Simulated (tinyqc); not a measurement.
# Worked calculation: elastic trap-assisted tunnelling through a dielectric

tinyqc, about 0.04 s, one thread, Intel Xeon 2.30GHz (shared host): `OMP_NUM_THREADS=1 python tinyqc.py 2370060 2370061 out.jsonl` Printed values are rounded.

Emitter at x = 0 (Fermi level 0), collector at x = t (Fermi level -V), band edge U(x) = phi - F x, F = V/t. A trap at x has the energy E = U(x) - Et. With G(u) = (4/(3 F)) sqrt(mo/C) max(u, 0)^1.5, C = hbar^2/(2 m0): S1 = G(phi - E) - G(Et), S2 = G(Et) - G(phi - V - E), T1,2 = exp(-S1,2). The steady rate through one trap is nu T1 T2 (f1 - f2)/(T1 + T2), f1 = f(E), f2 = f(E + V), f(y) = 1/(1 + exp(y/Vt)); both contacts offer states at E.

Parameters, values chosen for the exercise; dielectric values close to those of silicon dioxide: temperature T = 300 K; barrier above the emitter Fermi level phi = 3.04 eV; tunnelling mass mo = 0.51 m0; thickness t = 3.8 nm; trap depth below the band edge of the dielectric Et = 2.15 eV; trap density Nt = 4.6e17 cm^-3; attempt frequency nu = 1e14 1/s; points of the grid n = 11; voltage V = 2.85 V; left end of the grid xa = 0.92 nm; right end of the grid xb = 2.04 nm.

Constants: q = 1.602176634e-19 C, kB = 1.380649e-23 J/K, hbar = 1.054571817e-34 J s, m0 = 9.1093837015e-31 kg, Vt = kB T/q, hbar^2/(2 m0) = 0.0380998212 eV nm^2. Results are converted to the units shown.

Range of the model: Phonon-assisted (inelastic) capture, chains of traps and a spread of trap depths are left out.

## Rate through a trap near the best position

n equally spaced x from xa to xb, where nearly all of the current flows; J = q Nt times the integral of the rate, by Simpson's rule.

```
point	x (nm)	E (eV)	S1	S2	f1 - f2	rate (1/s)
0	0.920000	0.2000000	10.62501	20.50495	4.364739e-4	54.29352
1	1.032000	0.1160000	12.01629	20.37402	0.01112822	1577.609
2	1.144000	0.0320000	13.42770	20.09646	0.2248165	42023.87
3	1.256000	-0.0520000	14.85896	19.73063	0.8819940	2.361832e5
4	1.368000	-0.1360000	16.30979	19.29428	0.9948352	3.953023e5
5	1.480000	-0.2200000	17.77994	18.79739	0.9997986	5.038331e5
6	1.592000	-0.3040000	19.26916	18.24660	0.9999922	3.148273e5
7	1.704000	-0.3880000	20.77720	17.64675	0.9999997	90782.63
8	1.816000	-0.4720000	22.30383	17.00157	1.000000	20483.94
9	1.928000	-0.5560000	23.84882	16.31403	1.000000	4388.894
10	2.040000	-0.6400000	25.41197	15.58662	1.000000	919.8061
```

J = 0.001346380 A/cm^2

A converged quadrature gives 0.001330 A/cm^2; this grid is 1.2 % above that. The rate peaks at x = 1.48 nm; traps sink below the emitter Fermi level beyond x = 1.19 nm.

## The best-placed trap against direct tunnelling

xs = 1.48 nm

At x = xs: E, S1, S2 and the occupation (T1 f1 + T2 f2)/(T1 + T2). Direct tunnelling at E = 0 has S = (4/(3 F)) sqrt(mo/C) [phi^1.5 - max(phi - V, 0)^1.5].

E = -0.2200000 eV
S1 = 17.77994
S2 = 18.79739
occupation = 0.7343267
S of direct tunnelling = 33.93689

The harder of the two steps has S = 18.8, 55.4 % of the direct exponent: the trap splits one long tunnelling path into two short ones.
